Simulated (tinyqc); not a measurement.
# p-n diode with diffusion and depletion-layer recombination: two studies

Abrupt junction in the depletion approximation, low injection, full ionisation, neutral widths fixed, ohmic contact on the p side. Vj is the junction voltage; where a series resistance Rs is given, V = Vj + J Rs is the terminal voltage.

Parameters, values chosen for the exercise; band and dielectric values close to those of gallium nitride: temperature T = 300 K; band gap Eg = 3.34 eV; relative permittivity eps_r = 9.56; conduction-band density of states at T Nc = 2.26e18 cm^-3; valence-band density of states at T Nv = 4.56e19 cm^-3; acceptor density Na = 2.1e17 cm^-3; donor density Nd = 4.5e15 cm^-3; electron mobility in the p side mun = 370 cm^2/(V s); hole mobility in the n side mup = 30 cm^2/(V s); electron lifetime tn = 9e-9 s; hole lifetime tp = 3e-8 s; neutral width of the p side wp = 28 um; neutral width of the n side wn = 12 um; recombination velocity at the n contact Sp = 1e7 cm/s; series resistance Rs = 0.018 ohm cm^2; trap level above the intrinsic level Et = 0 eV; junction voltage at which recombination is evaluated Vj = 1.34 V.

Constants: q = 1.602176634e-19 C, kB = 1.380649e-23 J/K, Vt = kB T/q, eps0 = 8.8541878128e-14 F/cm where lengths are in cm. Results are converted to the units shown.

Each table varies one quantity; the others keep the values above.

## Currents and ideality against junction voltage

ni = sqrt(Nc Nv) exp(-Eg/(2 Vt)), Eg in volts; D = mu Vt; Ln = sqrt(Dn tn), Lp = sqrt(Dp tp); J0n = q ni^2 Dn coth(wp/Ln)/(Ln Na); J0p = (q ni^2 Dp/(Lp Nd)) (s + tanh(wn/Lp))/(1 + s tanh(wn/Lp)), s = Sp Lp/Dp. J_diff = (J0n + J0p)(exp(Vj/Vt) - 1). Vbi = Vt ln(Na Nd/ni^2), W = sqrt(2 eps0 eps_r (Vbi - Vj)(1/Na + 1/Nd)/q), xp = W Nd/(Na + Nd), xn = W Na/(Na + Nd); u(x) = q Na (x + xp)^2/(2 eps0 eps_r) for x < 0 and Vbi - Vj - q Nd (xn - x)^2/(2 eps0 eps_r) for x > 0; p = Na exp(-u/Vt), n = Nd exp((u - Vbi + Vj)/Vt); U = ni^2 (exp(Vj/Vt) - 1)/(tp (n + ni exp(Et/Vt)) + tn (p + ni exp(-Et/Vt))); J_scr = q times the integral of U from -xp to xn. J = J_diff + J_scr. Ideality = (1/Vt) dVj/d ln J or (1/Vt) dV/d ln J; last column ni^2 exp(Vj/Vt)/N^2.

Results:
```
Vj (V)	J_diff (A/cm^2)	J_scr (A/cm^2)	J (A/cm^2)	V (V)	ideality against Vj	ideality against V	minority/doping, lighter side
0.76	9.652e-37	1.976e-20	1.976e-20	0.7600	1.977	1.977	2.315e-37
1.29	7.731e-28	6.416e-16	6.416e-16	1.290	1.970	1.970	1.854e-28
1.56	2.655e-23	1.298e-13	1.298e-13	1.560	1.964	1.964	6.367e-24
1.82	6.192e-19	2.196e-11	2.196e-11	1.820	1.956	1.956	1.485e-19
2.09	2.126e-14	4.658e-9	4.658e-9	2.090	1.942	1.942	5.100e-15
2.35	4.960e-10	8.502e-7	8.507e-7	2.350	1.917	1.917	1.190e-10
2.62	1.703e-5	2.133e-4	2.303e-4	2.620	1.740	1.740	4.085e-6
2.89	0.5849	0.08139	0.6663	2.902	1.054	1.518	0.1403
```

Estimate the missing row, Vj = 1.03 V.

Computed row:
```
Vj (V)	J_diff (A/cm^2)	J_scr (A/cm^2)	J (A/cm^2)	V (V)	ideality against Vj	ideality against V	minority/doping, lighter side
1.03	3.315e-32	3.909e-18	3.909e-18	1.030	1.974	1.974	7.950e-33
```

With this row back in the table: The ideality against Vj falls from 1.98 to 1.05. Diffusion overtakes recombination in the layer between Vj = 2.62 and 2.89 V. J_scr alone has an ideality of 1.98 between the first two rows and 1.76 between the last two. From Vj = 2.89 V the series resistance raises the terminal ideality by over a tenth; there J Rs = 0.46 Vt. Rows from Vj = 2.89 V on lie beyond low injection.

## Effect of the neutral width of the n side

Same model as above.

J = J_diff + J_scr.

The same in every row: J0n (A/cm^2) = 1.992e-50; J_scr (A/cm^2) = 1.713e-15.

Effect of the neutral width of the n side:
```
wn (um)	J0p (A/cm^2)	J_diff (A/cm^2)	J_scr/J (%)	wn/Lp
0.2	1.108e-48	3.658e-26	100.0	0.1311
0.6	3.869e-49	1.320e-26	100.0	0.3934
2	1.677e-49	6.084e-27	100.0	1.311
6	1.451e-49	5.352e-27	100.0	3.934
20	1.450e-49	5.348e-27	100.0	13.11
50	1.450e-49	5.348e-27	100.0	32.78
200	1.450e-49	5.348e-27	100.0	131.1
500	1.450e-49	5.348e-27	100.0	327.8
```

What does the comparison show?

As wn goes from 0.2 to 500, J0p falls from 1.11e-48 to 1.45e-49 A/cm^2, J_scr stays at 1.71e-15 A/cm^2 and its share stays at 100 %. J0p goes as wn^(-0.96) between the first two rows and wn^(0.00) between the last two; Lp = 1.53 um divides the short base from the long one.

Computed by the program tinyqc: `OMP_NUM_THREADS=1 python tinyqc.py 2260035 2260036 out.jsonl`, one thread of a shared Intel Xeon 2.30GHz, about 0.01 s for the whole run.
